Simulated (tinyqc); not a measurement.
## Error from band bending against W

In A the levels shift by pb (1 - z/W)^2 for z < W. The signal from depth z is weighted by exp(-z/le)/le, so the centroid shifts by pb [1 - 2/a + (2/a^2)(1 - exp(-a))], a = W/le, and the error of iA against its value at the interface is that less pb.

Inputs (values chosen for the exercise): band bending in A at the interface pb = -0.55 V; escape depth le = 2.3 nm.

Result of one run:
```
W (nm)      a  centroid shift (eV)  error (meV)
8.6     3.739              -0.3326        217.4
```

What becomes of these results when the width of the bent region W is changed from 8.6 to 26 nm, all else the same?

Result of the changed run:
```
W (nm)      a  centroid shift (eV)  error (meV)
26      11.30              -0.4613        88.70
```

The whole series:
```
W (nm)      a  centroid shift (eV)  error (meV)
2.8     1.217              -0.1690        381.0
5       2.174              -0.2503        299.7
8.6     3.739              -0.3326        217.4
15      6.522              -0.4072        142.8
26      11.30              -0.4613        88.70
45      19.57              -0.4967        53.35
79      34.35              -0.5189        31.09
140     60.87              -0.5322        17.77
240     104.3              -0.5396        10.44
```

The size of the error falls from 381 to 10.4 meV; for large a it is 2 |pb|/a. It is below 50 meV, a typical accuracy of the method, in 3 of the 9 rows. Heavily doped substrates and deep-probing photons need the correction.

Computed by the program tinyqc: `OMP_NUM_THREADS=1 python tinyqc.py 2410129 2410130 out.jsonl`, one thread of a shared Intel Xeon 2.30GHz, about 0.01 s for the whole run.
